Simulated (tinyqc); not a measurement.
Strain-driven roughening and islands of a mismatched epitaxial film: one step, computed by the program tinyqc.

Film and substrate share isotropic elastic constants; the film is coherent and biaxially strained.

Task: Asaro-Tiller-Grinfeld instability. A ripple A cos(k x) has the surface chemical potential per volume [gamma k^2 - 2 (1 + nu) w k] A cos(k x), so k_c = 2 (1 + nu) w/gamma. With surface diffusion the amplitude grows at the rate q = B k^2 [2 (1 + nu) w k - gamma k^2], fastest at k_m = (3/4) k_c. B is the surface mobility.

Inputs (values chosen for the exercise, modelled on In(0.5)Ga(0.5)As on GaAs): Poisson ratio nu = 0.31; surface energy gamma = 0.769 J/m^2; surface mobility D_s nu_s Omega^2/(k_B T) = 7.6e-32 m^6/(J s).

Transport: surface diffusion.

energy density w = 162.9248 MJ/m^3

Give: k_c; critical wavelength; fastest wavelength; growth time 1/q at k_m.

Result:

k_c = 0.5551 1/nm

critical wavelength = 11.32 nm

fastest wavelength = 15.09 nm

growth time 1/q at k_m = 0.001709 s
